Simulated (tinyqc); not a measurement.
Full law against its linear and parabolic limits: Deal-Grove kinetics of thermal oxidation of silicon. Computed by tinyqc, a small Python program. Command: `OMP_NUM_THREADS=1 python tinyqc.py 3028015 3028016 out.jsonl oxide walk`. One thread of a shared host (Intel(R) Xeon(R) Processor @ 2.30GHz), about 0.06 s of CPU time with the checks.

Oxidant diffuses through the oxide and reacts at the interface, so that dx/dt = B/(A + 2x) for the oxide thickness x.

Inputs (values chosen for the exercise, close to those used for silicon):

| quantity | value | unit |
|---|---|---|
| prefactor B0 | 770 | um^2/h |
| activation energy E_B | 1.23 | eV |
| prefactor (B/A)0 | 6.88e+06 | um/h |
| activation energy E_A | 2 | eV |
| temperature T | 950 | C |
| oxidant pressure p | 5 | atm |
| pressure exponent m of B/A | 0.77 | - |
| initial oxide x_i | 0.1 | um |
| time t | 2.7 | h |

Ambient: dry oxygen. Surface: (111).

Constants: k_B = 8.617333262e-05 eV/K.

Method:
- B = B0 p exp(-E_B/(k_B T)), B/A = (B/A)0 p^m exp(-E_A/(k_B T)), p in atm; A = B/(B/A).
- Temperatures in kelvin are T(C) + 273.15.
- tau = (x_i^2 + A x_i)/B and x = (A/2) [sqrt(1 + 4 B (t + tau)/A^2) - 1], the root of x^2 + A x = B (t + tau).
- Silicon consumed is 0.44 times the oxide grown; the rate is B/(A + 2x).
- Linear limit x = (B/A)(t + tau); parabolic limit x = sqrt(B (t + tau)).

tau = 1.03635 h

length A = 0.241167 um

parabolic constant B = 0.0329199 um^2/h

linear constant B/A = 0.136503 um/h

Thickness (um):

| t (h) | full | linear limit | parabolic limit | 2x/A |
|---|---|---|---|---|
| 0.05 | 0.10370 | 0.1483 | 0.1891 | 0.8600 |
| 0.1 | 0.10734 | 0.1551 | 0.1934 | 0.8902 |
| 0.25 | 0.11793 | 0.1756 | 0.2058 | 0.9780 |
| 0.5 | 0.13460 | 0.2097 | 0.2249 | 1.1162 |
| 1 | 0.16503 | 0.2780 | 0.2589 | 1.3686 |
| 2 | 0.21779 | 0.4145 | 0.3162 | 1.8061 |
| 4 | 0.30408 | 0.6875 | 0.4072 | 2.5217 |
| 8 | 0.43800 | 1.2335 | 0.5454 | 3.6323 |
| 16 | 0.63795 | 2.3255 | 0.7489 | 5.2905 |
| 32 | 0.92922 | 4.5095 | 1.0429 | 7.7061 |

What follows from these numbers?

Both limits lie above the full result, since each drops one resistance. The linear law overshoots by 43 % in the first row and 390 % in the last, the parabolic law by 82 % and 12 %. The better limit switches between 0.5 and 1 h; both give the same value where B (t + tau) = A^2, at 2x/A = sqrt5 - 1 = 1.24.

Extremes, crossings and ranges named in words are read from the listed rows.
